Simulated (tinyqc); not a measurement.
The best anneal temperature for the time t: solubility, supersaturation, precipitation and gettering of an impurity in a silicon-like host. Computed by tinyqc, a small Python program. Command: `OMP_NUM_THREADS=1 python tinyqc.py 3028439 3028440 out.jsonl ripen walk`. One thread of a shared host (Intel(R) Xeon(R) Processor @ 2.30GHz), about 0.01 s of CPU time with the checks.

The wafer was saturated at T1 and is then held at T.

Inputs (values chosen for the exercise, modelled on nickel in silicon): site density N0 = 5e+22 1/cm^3; enthalpy of solution H = 1.7 eV; entropy of solution S = 3.1 k_B; diffusion prefactor D0 = 0.0022 cm^2/s; migration energy Q = 0.456 eV; temperature of saturation T1 = 1200 K; anneal temperature T = 917 K; sink density n = 2.4e+08 1/cm^3; initial sink radius r0 = 54 nm; impurity density in the precipitate C_p = 2.6e+22 1/cm^3; interface energy gamma = 0.25 J/m^2; anneal time t = 6.4 s.

Constants: k_B = 8.617333262e-05 eV/K; k_B = 1.380649e-23 J/K.

Method:
- C_eq(T) = N0 exp(S/k_B - H/(k_B T)); D(T) = D0 exp(-Q/(k_B T)); C0 = C_eq(T1). Supersaturation s = C0/C_eq(T); critical radius r* = 2 gamma/(C_p k_B T ln s); barrier W* = (4 pi/3) gamma r*^2. Strain energy is left out.
- r_f = [r0^3 + 3 (C0 - C_eq)/(4 pi n C_p)]^(1/3), tau_f = 1/(4 pi n r_f D).
- Growing sinks: with y = r/r_f and y0 = r0/r_f, dy/dt = (1 - y^3)/(3 tau_f y), which integrates to t/tau_f = F(y) - F(y0), F(y) = (1/2) ln[(1 + y + y^2)/(1 - y)^2] - sqrt(3) arctan[(2y + 1)/sqrt(3)]; the share of the excess left is (1 - y^3)/(1 - y0^3), and C(t) = C_eq + (C0 - C_eq) x share.

C0 = 8.04632e+16 1/cm^3

Dissolved share after t:
```
T (K)     C_eq/C0  tau_f (s)  C(t)/C0
540    1.8781e-09     183.64  0.98685
624    2.5676e-07      49.10  0.94721
720    1.7386e-05      15.85  0.81738
816    4.3666e-04       6.68  0.55399
912    5.5637e-03       3.38  0.25245
1008   4.3658e-02       1.97  0.10860
1092   1.9673e-01       1.39  0.21079
1152   5.0410e-01       1.25  0.50910
```

The lowest dissolved share among these rows is 0.11 at 1008 K. Above it solubility sets the floor; below it diffusion is too slow for this time. Solubility falls with H = 1.7 eV and diffusion with Q = 0.456 eV. Caution: the barrier to homogeneous nucleation is below 35 k_B T for these inputs, so new precipitates would form and outnumber the fixed sinks assumed here.

Extremes, crossings and ranges named in words are read from the listed rows.
